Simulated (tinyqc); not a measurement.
Incorporation against temperature: precursor delivery by bubblers, mass-transport growth and the solid composition of a III-V alloy. Computed by tinyqc, a small Python program. Command: `OMP_NUM_THREADS=1 python tinyqc.py 3021646 3021647 out.jsonl movpe_thermo walk`. One thread of a shared host (Intel(R) Xeon(R) Processor @ 2.30GHz), about 0.01 s of CPU time with the checks.

1 sccm = 44.615 micromol/min; 1 torr = 133.322 Pa. The sources decompose fully at the surface.

Inputs (values chosen for the exercise, modelled on trimethylgallium (source 1) and trimethylindium (source 2) for the vapour pressures):
```
quantity                                                                                                  value        unit
bath temperature T1                                                                                         264           K
bath temperature T2                                                                                         298           K
bubbler pressure p_b                                                                                       1000        torr
carrier flow F1                                                                                             2.1        sccm
carrier flow F2                                                                                              38        sccm
total flow F_t                                                                                              7.4         slm
group-V flow F_V                                                                                            140        sccm
reactor pressure p                                                                                           40        torr
growth temperature T                                                                                        940           K
diffusivity at 273 K and 760 torr                                                                          0.34      cm^2/s
flow cross-section A                                                                                         30        cm^2
distance from the leading edge z                                                                             11          cm
lattice constant a                                                                                         5.51    angstrom
interaction L0 of the solid                                                                                13.3      kJ/mol
log10 of p_B,eq over pure BC at 1000 K and 1 torr of group V (exaggerated: liquid indium has about -4.1)   -3.8  log10 torr
enthalpy of that equilibrium H                                                                              336      kJ/mol
```

Alloy: mixing on the group-III sites, with desorption of B.

constants a, b of source 1 (log10 torr, K): 8.084  1703

constants a, b of source 2 (log10 torr, K): 10.49  3014

Constants: k_B = 1.380649e-23 J/K; R = 8.314462618 J/(mol K).

Method:
- log10 p_v = a - b/T_bath; molar flow = F x 44.615 x p_v/(p_b - p_v) for a saturated bubbler.
- p_i = p n_i/(44615 F_t), F_t in slm; p_V = p F_V/(1000 F_t), counted per molecule supplied; V/III = 44.615 F_V/(n1 + n2); vapour fraction of source 2 = n2/(n1 + n2).
- Mean velocity u = (F_t/A)(760/p)(T/273); D = D0 (T/273)^1.75 (760/p); boundary layer delta = sqrt(pi D z/u); flux = D dp/(delta k_B T); growth rate = flux x a^3/4.
- A sticks fully. B desorbs: its surface pressure is p_B* = x gamma_B K/sqrt(p_V), ln gamma_B = L0 (1 - x)^2/(R T), K = 10^(log10 K at 1000 K) exp[-(H/R)(1/T - 1/1000)], p_V in torr. With equal diffusivities x = (p_2 - p_B*)/(p_1 + p_2 - p_B*). Growth rate = rate per torr x p_1/(1 - x).

p_2 = 4.89273e-04 torr

K/sqrt(p_V) = 1.38127e-05 torr

p_V = 0.756757 torr

vapour fraction of source 2 = 0.489745

p_1 = 5.09763e-04 torr

At fixed flows:
```
T (K)  K/sqrt(p_V) (torr)        x  share of B incorporated, 1 - p_B*/p_2
893            1.4375e-06  0.48917                                0.99771
933            1.0005e-05  0.48581                                0.98437
968            4.7901e-05  0.47077                                0.92678
995            1.4871e-04  0.42809                                0.77987
1025           4.8818e-04  0.26852                                0.38247
1054           1.4444e-03  0.08598                                0.09801
1089           4.9529e-03  0.02374                                0.02534
1138           2.4479e-02  0.00494                                0.00518
```

What follows from these numbers?

x equals the vapour fraction 0.490 while gamma_B K/sqrt(p_V) is small against p_1 + p_2 = 1.0e-3 torr and falls once it is not. Between the last rows the apparent energy R d ln x/d(1/T) is 330 kJ/mol, against H = 336. Caution: the boundary layer is a quarter or more of the root of the cross-section, so it fills much of the channel and depletion along the flow matters.

Extremes, crossings and ranges named in words are read from the listed rows.
